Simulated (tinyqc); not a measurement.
From results back to parameters: deformation-potential model of the Delta valleys of a conduction band. Three cases, with inputs chosen for the exercise.

Problem. A uniaxial tension X1 along [100] acts on valleys along x, y, z, with shifts dE = Xd tr(e) + Xu a.e.a and Boltzmann shares. The ratio of the share of the y valleys to that of the x valleys is given.

s11 = (C11 + C12)/((C11 - C12)(C11 + 2 C12)), s12 = -C12/((C11 - C12)(C11 + 2 C12)), s44 = 1/C44; exx = s11 sxx + s12 (syy + szz) and cyclic, exy = s44 sxy/2; tension is positive. A uniaxial stress X along the unit vector n is s_ij = X n_i n_j.

Constants: kB = 8.617333262e-05 eV/K.

Find: splitting dE_x - dE_y; Xu.

Method. The splitting is kT ln(n_y/n_x), and it equals Xu (exx - eyy) = Xu (s11 - s12) X1; Xd drops out.

Case 1.

Values chosen (near those of Si; the results hold for these values, not for the real material):
- C11 = 165.2 GPa
- C12 = 62.3 GPa
- C44 = 79.4 GPa
- X1 = 0.7 GPa (size of the stress)
- T = 77 K (temperature)

n_y/n_x = 9860.236

Solution.

splitting dE_x - dE_y = 61.02 meV
Xu = 8.97 eV

Case 2.

Values chosen (near those of Si; the results hold for these values, not for the real material):
- C11 = 164.3 GPa
- C12 = 62.5 GPa
- C44 = 80.1 GPa
- X1 = 1.1 GPa (size of the stress)
- T = 300 K (temperature)

n_y/n_x = 53.02517

Solution.

splitting dE_x - dE_y = 102.65 meV
Xu = 9.50 eV

Case 3.

Values chosen (near those of Si; the results hold for these values, not for the real material):
- C11 = 166.7 GPa
- C12 = 64.1 GPa
- C44 = 78.6 GPa
- X1 = 0.7 GPa (size of the stress)
- T = 300 K (temperature)

n_y/n_x = 11.57779

Solution.

splitting dE_x - dE_y = 63.31 meV
Xu = 9.28 eV

Computed by tinyqc, one run a case: `OMP_NUM_THREADS=1 python tinyqc.py N N+1 out.jsonl` with N = 1080272, 1080275, 1080289; one thread of a shared Intel(R) Xeon(R) Processor @ 2.30GHz, about 0.03 s a run at most.
